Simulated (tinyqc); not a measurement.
# Worked calculation: energy and delay of logic against supply voltage

Numbers from tinyqc (`OMP_NUM_THREADS=1 python tinyqc.py 2082013 2082014 out.jsonl`; about 0.01 s on one thread of a shared Intel Xeon 2.30GHz). Printed values are rounded.

One expression serves below and above threshold: I(Vg) = Ik [ln(1 + exp((Vg - VT + dd V)/(al nf Vt)))]^al, with I_on = I(V) and I_off = I(0). Gate delay td = kd C V/I_on, clock period LD td. Per gate and cycle the switching energy is act C V^2 and the leakage energy I_off V LD td. No short-circuit current, no variation. Minima are sought above 0.09 V; below a few Vt gates no longer switch and the model has no meaning.

Parameters, values chosen for the exercise; values of the order met in logic technologies: temperature T = 330 K; threshold voltage at zero drain bias VT = 0.4 V; slope factor nf = 1.27; barrier lowering per volt of supply dd = 0.06; specific current of a gate Ik = 1 uA; exponent of the current law al = 1.59; load capacitance of a gate C = 0.59 fF; delay factor kd = 1.1; logic depth LD = 20; activity factor act = 0.1; supply voltage V = 0.63 V.

Constants: q = 1.602176634e-19 C, kB = 1.380649e-23 J/K, Vt = kB T/q. Results are converted to the units shown.

## Currents, delay and energies

I_on, I_off, td, clock frequency 1/(LD td), both energies and their sum.

I_on = 11.6053 uA
I_off = 0.0440382 nA
td = 35.2312 ps
clock frequency = 1.41920 GHz
switching energy = 23.4171 aJ
leakage energy = 0.0195491 aJ
energy = 23.4366 aJ

I_on/I_off = 2.64e5; leakage makes up 0.0834 % of the energy.

## Starting value

V = 0.19 V.

V at the start = 0.19 V

## Iteration 1: new V

Minimum-energy supply: E(V) is the energy per gate and cycle; with h = 0.001 V, E' = (E(V + h) - E(V - h))/(2 h), E'' = (E(V - h) - 2 E(V) + E(V + h))/h^2, V(new) = V - E'/E''.

E' = -19.2089 aJ/V
E'' = 695.928 aJ/V^2
V after iteration 1 = 0.217602 V

## Iteration 2: new V

As before.

E' = -1.78258 aJ/V
E'' = 560.582 aJ/V^2
V after iteration 2 = 0.220782 V

## Course of the iteration

Stop when the step is below 1e-9 V, or after 40 iterations.

Course of the iteration:
```
iteration,V before the step (V),step (V)
1,0.19,0.0276
2,0.217602,3.18e-3
3,0.220782,4.94e-5
4,0.220831,1.18e-8
5,0.220831,-1.72e-14
```

Converged in 5 iterations. There leakage makes up 33.7 % of the energy and the clock runs at 3.38 MHz.
